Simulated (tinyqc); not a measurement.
# Thermophotovoltaic cell, detailed-balance limit: effects of single changes

Every photon above the gap Eg makes one pair and none below is absorbed; carriers thermalise at T and move without loss. Jsc = q F Phi(Eg, Ts); the dark current is J0 = q ge Phi(Eg, T)/ERE with the Boltzmann factor exp(V/Vt). Photons below the gap return to the emitter with reflectance Rf, and the efficiency is the electrical power over the radiant power not returned (luminescence back to the emitter is not credited).

Values chosen for this exercise: cell temperature T = 300 K; emitter temperature Ts = 1400 K; share of the hemisphere filled by the emitter F = 0.41; reflectance for photons below the gap Rf = 0; external radiative efficiency ERE = 0.3; number of faces that emit ge = 2; band gap Eg = 0.9 eV.

Constants: q = 1.602176634e-19 C, kB = 1.380649e-23 J/K, h = 6.62607015e-34 J s, c = 299792458 m/s, Vt = kB T/q. Results are converted to the units shown.

Each table varies one quantity; the others keep the values above.

## Effect of the external radiative efficiency

Photon flux above E from a black body at temperature T into a hemisphere: Phi(E, T) = A sum_k exp(-k E/th)[E^2 th/k + 2 E th^2/k^2 + 2 th^3/k^3], k = 1, 2, ..., with th = kB T/q in eV and A = 2 pi q^3/(h^3 c^2). J(V) = Jsc - J0 (exp(V/Vt) - 1); Voc = Vt ln(1 + Jsc/J0); at maximum power v = Vmp/Vt solves (1 + v) exp(v) = 1 + Jsc/J0. Pin = F sigma Ts^4, sigma = 2 pi^5 kB^4/(15 h^3 c^2). Power above the gap: Pg = F A q sum_k exp(-k Eg/th)[Eg^3 a + 3 Eg^2 a^2 + 6 Eg a^3 + 6 a^4], a = th/k at Ts; power not returned Pab = Pin - Rf (Pin - Pg). FF = Vmp Jmp/(Voc Jsc).

The same in every row: Jsc (mA/cm^2) = 476.3.

Effect of the external radiative efficiency:
```
ERE,Voc (V),Eg/q - Voc (V),FF,efficiency (%)
1e-6,0.3542,0.5458,0.7504,1.418
1e-5,0.4138,0.4862,0.7755,1.711
0.0001,0.4733,0.4267,0.7955,2.008
0.001,0.5328,0.3672,0.8120,2.308
0.01,0.5923,0.3077,0.8258,2.609
0.1,0.6519,0.2481,0.8376,2.912
1,0.7114,0.1886,0.8477,3.216
```

What does the comparison show?

As ERE goes from 1e-6 to 1, Jsc stays at 476 mA/cm^2, Voc rises from 0.354 to 0.711 V and the efficiency rises from 1.42 to 3.22 %. Each decade of ERE is worth 59.5 mV (Vt ln 10).

## Effect of the band gap

Same model as above.

FF = Vmp Jmp/(Voc Jsc).

Result of one run:
```
Eg (eV),Jsc (mA/cm^2),Voc (V),Eg/q - Voc (V),FF,efficiency (%)
0.7,1630,0.5246,0.1754,0.8099,7.755
```

What becomes of these results when the band gap Eg is changed from 0.7 to 1.3 eV, all else the same?

Result of the changed run:
```
Eg (eV),Jsc (mA/cm^2),Voc (V),Eg/q - Voc (V),FF,efficiency (%)
1.3,33.28,0.9929,0.3071,0.8815,0.3262
```

The whole series:
```
Eg (eV),Jsc (mA/cm^2),Voc (V),Eg/q - Voc (V),FF,efficiency (%)
0.4,8238,0.2940,0.1060,0.7178,19.47
0.55,3825,0.4086,0.1414,0.7735,13.54
0.7,1630,0.5246,0.1754,0.8099,7.755
0.85,653.1,0.6413,0.2087,0.8356,3.919
1,250.1,0.7583,0.2417,0.8548,1.815
1.15,92.48,0.8755,0.2745,0.8696,0.7884
1.3,33.28,0.9929,0.3071,0.8815,0.3262
1.45,11.72,1.110,0.3396,0.8913,0.1298
1.6,4.052,1.228,0.3721,0.8994,0.05011
```

As Eg goes from 0.4 to 1.6 eV, Jsc falls from 8240 to 4.05 mA/cm^2, Voc rises from 0.294 to 1.23 V and the efficiency falls from 19.5 to 0.0501 %. For Eg = 0.4 to 0.55 eV Voc lies within 6 Vt of the gap, where the Boltzmann form of the emission begins to fail.

Numbers from tinyqc (`OMP_NUM_THREADS=1 python tinyqc.py 2820018 2820019 out.jsonl`; about 0.01 s on one thread of a shared Intel Xeon 2.30GHz).
